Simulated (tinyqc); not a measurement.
Phase shift across the band: Koster-Slater impurity in a tight-binding band, by Green functions and by supercells. Computed by tinyqc, a small Python program. Command: `OMP_NUM_THREADS=1 python tinyqc.py 3013271 3013272 out.jsonl kosterslater walk`. One thread of a shared host (Intel(R) Xeon(R) Processor @ 2.30GHz), about 0.05 s of CPU time with the checks.

One orbital per site, e(k) = -2 t sum cos(k_i) over 3 direction(s), band from -6 t to 6 t, lattice constant 1. One site has the extra energy U. Spin is left out.

Inputs (values chosen for the exercise, for a model band): hopping t = 1.2 eV; impurity potential U = -7.9 eV; broadening eta = 0.18 eV.

Lattice: simple cubic.

Method:
- Outside the band G0(E) = (1/pi) int_0^pi dk (2/(pi z)) K(16 t^2/z^2), z = E + 2 t cos k, K the complete elliptic integral with parameter m; 200 Gauss-Legendre points.
- A bound state solves 1/U = G0(E).
- Bisection in ln(distance from the edge) between 1e-5 t and |U| + t. Weight on the impurity site: -1/(U^2 dG0/dE), by a central difference with step min(1e-4 t, distance/30). Decay length along an axis: 1/arccosh(1 + distance/(2 t)).
- Inside the band G0(z), z = E + i eta, comes from the chain form 1/(sqrt(y - 2t) sqrt(y + 2t)) (principal roots) at y = z + 2 t cos k + 2 t cos k', averaged over k and k' in (0, pi) with 200 Gauss-Legendre points each.
- delta/pi = -arg(1 - U G0)/pi counts the states added below E (Friedel); host DOS = -Im G0/pi, DOS on the impurity = -Im[G0/(1 - U G0)]/pi; 13 evenly spaced energies from -(band edge + |U| + 2t) to +(band edge + |U| + 2t).

distance from the band edge = 1.88435 eV

level E_b = -9.08435 eV

Across the spectrum:
```
E (eV),Re G0 (1/eV),host DOS (1/eV),DOS on the impurity (1/eV),delta/pi
-17.500,-0.05887,0.00021,0.00072,0.00303
-14.583,-0.07167,0.00031,0.00164,0.00563
-11.667,-0.09224,0.00053,0.00721,0.01547
-8.750,-0.13340,0.00128,0.32754,0.83021
-5.833,-0.21580,0.02692,0.02854,0.75853
-2.917,-0.23897,0.08081,0.01680,0.63267
0.000,0.00000,0.11523,0.01255,0.39293
2.917,0.23897,0.08081,0.00654,0.19321
5.833,0.21580,0.02692,0.00347,0.07707
8.750,0.13340,0.00128,0.00030,0.00493
11.667,0.09224,0.00053,0.00018,0.00243
14.583,0.07167,0.00031,0.00013,0.00156
17.500,0.05887,0.00021,0.00010,0.00111
```

What follows from these numbers?

delta/pi starts and ends near zero (+0.003 and +0.001): the impurity moves states but creates none. delta/pi rises at the bound state below the band (-9.084 eV), reaches 0.83 among these rows (1 in the limit of small eta, just above the level) and is paid back by the top of the band.

Extremes, crossings and ranges named in words are read from the listed rows.
